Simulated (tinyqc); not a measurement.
What the shift does to the intrinsic density: temperature and isotope dependence of a band gap in oscillator models.

E(T) = E0 - sum_i sl_i th_i n_i(T), n = 1/(exp(th/T) - 1). The same coupling lowers the gap at 0 K by the zero-point term ZP = sum_i sl_i th_i/2, so the gap of the static lattice is E0 + ZP. Thermal expansion is taken as part of the slopes.

Constants: kB = 8.617333262e-05 eV/K; hbar^2/2m0 = 3.80998211 eV angstrom^2.

Inputs chosen for the exercise (near those of InAs; shifted at random, so the results belong to these values and not to a real crystal):

| symbol | value | unit | meaning |
|---|---|---|---|
| E0 | 0.414 | eV | gap at 0 K |
| th | (57, 196) | K | temperatures of two oscillators |
| sl | (0.1011, 0.1649) | meV/K | their high-temperature slopes |
| mm | 0.1 | m0 | geometric mean of the density-of-states masses |

ni = 2 (mm kT/(4 pi c))^(3/2) exp(-E/2kT), c = hbar^2/2m0, with E(T) and with E0; 1 angstrom^-3 = 1e24 cm^-3. Apparent gap from an Arrhenius plot of ni/T^(3/2): E(T) - T dE/dT, dE/dT = -sum sl_i (th_i/T)^2 n_i (1 + n_i).

Results:

| T (K) | E(T) (eV) | ni (cm^-3) | ni with E(T) / ni with E0 | apparent gap (eV) |
|---|---|---|---|---|
| 200 | 0.3771 | 7.66e+12 | 2.916 | 0.4277 |
| 250 | 0.3643 | 1.28e+14 | 3.166 | 0.4287 |
| 300 | 0.3514 | 8.87e+14 | 3.356 | 0.4294 |
| 350 | 0.3384 | 3.66e+15 | 3.504 | 0.4299 |
| 400 | 0.3253 | 1.09e+16 | 3.623 | 0.4303 |
| 500 | 0.2989 | 5.32e+16 | 3.801 | 0.4308 |
| 700 | 0.2460 | 3.68e+17 | 4.023 | 0.4315 |

Using E0 in place of E(T) understates ni by a factor that rises from 2.92 to 4.02, towards exp(sum sl/2kB) = 4.7. The slope of an Arrhenius plot returns neither E(T) nor E0 but the intercept of the tangent, 0.4294 eV at 300 K, which lies 15 meV above E0 and tends to the static gap 0.4330 eV.

Program tinyqc; command `OMP_NUM_THREADS=1 python tinyqc.py 1850598 1850599 out.jsonl`; about 0.01 s on one thread of a shared Intel(R) Xeon(R) Processor @ 2.30GHz.
